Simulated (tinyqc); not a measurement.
Worked calculation: thermal stress and diffusional relaxation in a metal film: Coble and Nabarro-Herring creep, cooling and holds. Computed by tinyqc, a small Python program that keeps every step. Command: `OMP_NUM_THREADS=1 python tinyqc.py 3027688 3027689 out.jsonl creep walk`. One thread of a shared host (Intel(R) Xeon(R) Processor @ 2.30GHz), about 0.01 s of CPU time with the checks. Intermediate numbers are printed to about 6 digits and carried at full precision; extremes and crossings named in words are read from the listed rows.

A thin film on a rigid substrate is stress-free at T0. Tension is positive and the film creeps linearly: d sigma/dt = -M (mismatch) dT/dt - sigma/tau.

Inputs (values chosen for the exercise, modelled on gold films on silicon):
```
quantity                           value        unit
biaxial modulus M                    132         GPa
expansion mismatch                  11.7      1e-6/K
atomic volume Omega                   17  angstrom^3
lattice prefactor D0             1.1e-05       m^2/s
lattice energy E                     1.8          eV
boundary prefactor (delta D_b)0  2.6e-16       m^3/s
boundary energy E_b                0.896          eV
grain size d                         3.7          um
stress-free temperature T0           400           C
hold temperature T                   230           C
hold time t                          0.7           h
cooling rate                          10       C/min
```

Constants: k_B = 1.380649e-23 J/K; k_B = 8.617333262e-05 eV/K.

## Elastic stress after a quench

Thermoelastic slope = M x mismatch; sigma_0 = slope x (T0 - T).

thermoelastic slope = 1.5444 MPa/K

stress after a quench sigma_0 = 262.548 MPa

## Creep at the hold temperature

Creep rate per stress: Nabarro-Herring 14 D Omega/(k_B T d^2), Coble (14 pi) delta D_b Omega/(k_B T d^3), with D = D0 exp(-E/(k_B T)), delta D_b = (delta D_b)0 exp(-E_b/(k_B T)); 1/tau = M x (sum of both)/2 (biaxial strain rate is half the uniaxial one). Temperatures in kelvin are T(C) + 273.15. sigma(t) = sigma_0 exp(-t/tau), relaxed part sigma_0 - sigma(t); the grain size where both mechanisms are equal is pi delta D_b/D.

Nabarro-Herring rate = 2.57141e-20 1/(Pa s)

Coble rate = 5.85562e-16 1/(Pa s)

relaxation time tau = 7.18724 h

stress after the hold = 238.183 MPa

stress relaxed during the hold = 24.3651 MPa

crossover grain size = 84256.6 um

Coble creep is 23000 times as fast as Nabarro-Herring creep at this grain size. The crossover size is formal, far above any film grain. Caution: bulk creep laws overstate relaxation in a bonded film, where the substrate constrains boundary diffusion, and dislocation glide is left out.

## Stress after cooling to room temperature

Cooling from T0 at the constant rate: d sigma/dT = -slope + sigma/(tau(T) x rate), integrated to 25 C (stiff solver, tolerance 1e-9). Effective stress-free temperature T_eff = 25 C + sigma/slope.

stress at 25 C = 523.941 MPa

effective stress-free temperature = 364.252 C

Creep during cooling removes 9.5 % of the elastic value. Caution: bulk creep laws overstate relaxation in a bonded film, and dislocation glide would cap stresses above the yield stress.

## Where a fixed hold relaxes most

For each hold temperature: sigma_0 = slope (T0 - T), relaxed stress sigma_0 (1 - exp(-t/tau)), initial rate sigma_0/tau. In confined lines the relaxed part appears as void volume.

Holds:
```
T (C)  sigma_0 (MPa)      tau (h)  relaxed (MPa)  initial rate (MPa/h)
25           579.150  6.31120e+06    6.42358e-05           9.17655e-05
65           517.374  1.15667e+05    3.13106e-03           4.47295e-03
105          455.598  5.00274e+03    6.37443e-02           9.10696e-02
145          393.822  3.98628e+02    6.90954e-01           9.87943e-01
185          332.046  4.98193e+01    4.63288e+00           6.66501e+00
225          270.270  8.75606e+00    2.07655e+01           3.08666e+01
265          208.494  2.00455e+00    6.14540e+01           1.04010e+02
305          146.718  5.65456e-01    1.04173e+02           2.59469e+02
345           84.942  1.88540e-01    8.28685e+01           4.50525e+02
385           23.166  7.19448e-02    2.31646e+01           3.21997e+02
```

The relaxed stress peaks at 305 C among these rows: colder holds have more stress but slower diffusion, hotter ones faster diffusion but less stress. The initial rate peaks about k_B T^2/E_b = 44 K below T0 when boundaries dominate; its largest row is 345 C. Caution: dislocation glide would cap stresses above the yield stress; capping layers can block the surface and boundary paths, and threshold stresses are ignored.

Checks made by the program: cooling integral by quadrature (relative difference 8e-10).
